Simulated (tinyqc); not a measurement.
CIS on RHF in the sto-6g basis, for H3+, spin multiplicity 1, step by step. One step of it, computed by the program tinyqc.

Problem. CIS matrix, singlets. A(ia,jb) = (e_a - e_i) d_ij d_ab + 2 (ia|jb) - (ij|ab).

orbital energies (hartree): MO1 -1.134851, MO2 -0.105843, MO3 -0.035639

Two-electron integrals over orbitals (pq|rs), unique and non-zero (hartree):
```
(11|11) 0.587480    (21|11) -0.009709   (21|21) 0.143740    (22|11) 0.565297
(22|21) 0.096268    (22|22) 0.658116    (31|11) 0.000082    (31|21) 2.41e-06
(31|22) -0.000755   (31|31) 0.144509    (32|11) 4.06e-06    (32|21) -0.000829
(32|22) -0.000090   (32|31) -0.092409   (32|32) 0.070542    (33|11) 0.577118
(33|21) -0.100788   (33|22) 0.498274    (33|31) 0.000799    (33|32) 0.000088
(33|33) 0.662944
```

Give: CIS matrix A, singlet.

Solution.

CIS matrix A, singlet (hartree):
```
        1>2     1>3
1>2  0.7512  0.0000
1>3  0.0000  0.8111
```
